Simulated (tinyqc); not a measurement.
# MOSFET in the linear regime without short-channel effects, parameter extraction from computed curves, step by step

Computed by the program tinyqc: `OMP_NUM_THREADS=1 python tinyqc.py 2210044 2210045 out.jsonl`, one thread of a shared Intel Xeon 2.30GHz, about 0.01 s for the whole run. Printed values are rounded.

Inversion charge Q = Cox n Vt W0(exp((Vg - VT)/(n Vt))), W0 the Lambert function and n = nf; u = Q/Cox; mobility mu = mu0/(1 + th1 u + th2 u^2); channel resistance Rch = (L - dL)/(W mu Q); Id = Vd/(Rch + Rsd/W). Cox = eps0 eox/tox. Small Vd, no channel-length or drain effects.

Parameters, values chosen for the exercise; channel values of the order met in silicon transistors: temperature T = 200 K; relative permittivity of the gate insulator (close to silicon dioxide) eox = 3.9; insulator thickness tox = 1.6 nm; low-field mobility mu0 = 220 cm^2/(V s); first mobility attenuation factor th1 = 0.23 1/V; second mobility attenuation factor th2 = 0 1/V^2; threshold voltage VT = 0.41 V; body factor nf = 1.43; gate width W = 0.5 um; drawn gate length L = 0.68 um; drawn less effective length dL = 0.003 um; source plus drain resistance Rsd = 380 ohm um; drain voltage Vd = 0.05 V.

Constants: q = 1.602176634e-19 C, kB = 1.380649e-23 J/K, Vt = kB T/q, eps0 = 8.8541878128e-14 F/cm where lengths are in cm. Results are converted to the units shown.

## Transfer curve

Vg, point 0 to 10 (V): 0.17  0.29  0.41  0.53  0.65  0.77  0.89  1.01  1.13  1.25  1.37

u, mu, Rch and Id as defined.

```
point	u (V)	mu (cm^2/(V s))	Rch (ohm)	Id (uA)
0	1.45388e-6	220.000	1.96144e9	2.54915e-5
1	1.87861e-4	219.990	1.51805e7	0.00329354
2	0.0139776	219.295	2.04675e5	0.243386
3	0.0884945	215.612	32880.4	1.48631
4	0.189702	210.802	15688.4	3.03981
5	0.298527	205.865	10208.4	4.55854
6	0.410667	201.014	7599.93	5.98091
7	0.524631	196.312	6091.50	7.29767
8	0.639742	191.781	5113.45	8.51288
9	0.755639	187.426	4429.77	9.63434
10	0.872106	183.244	3925.78	10.6706
```

## Threshold and mobility at the peak transconductance

gm_i = (Id_(i+1) - Id_(i-1))/(Vg_(i+1) - Vg_(i-1)); at the point j of largest gm the tangent meets the axis at V_ext = Vg_j - Id_j/gm_j; field-effect mobility gm_j L/(W Cox Vd) with the drawn L.

gm, point 1 to 9 (uS): 1.01400  6.17923  11.6518  12.8010  12.2546  11.4130  10.5499  9.73610  8.99042
j = 4
V_ext = 0.412533 V
field-effect mobility = 161.331 cm^2/(V s)

V_ext is 2.5 mV above the model VT, and the mobility so found is 27 % below mu0 L/(L - dL) = 221 cm^2/(V s), the value for the drawn L; attenuation, series resistance and the slow approach of Q to a straight line all lower the peak gm.

## The Y function

Y_i = Id_i/sqrt(gm_i). For Id = beta Vd x/(1 + th x), x = Vg - VT, Y = sqrt(beta Vd) x whatever th. Slope s from points 6 and 9; VT_Y = Vg - Y/s at point 9; beta = s^2/Vd; mobility beta L/(W Cox) with the drawn L; th* = (beta Vd x/Id - 1)/x at point 9.

Y, point 1 to 9 (uA^0.5 V^0.5): 0.00327072  0.0979103  0.435424  0.849621  1.30220  1.77038  2.24678  2.72825  3.21316
s = 4.00771 uA^0.5 V^-0.5
VT_Y = 0.448257 V
beta = 321.235 uA/V^2
mobility from Y = 202.427 cm^2/(V s)
th* = 0.419855 1/V

The mobility from Y is 8.4 % below mu0 L/(L - dL) = 221 cm^2/(V s), which it should reach in deep inversion when th2 = 0. th* compares with th1 + mu0 Cox Rsd/(L - dL) = 0.497 1/V, since series resistance enters like th1.
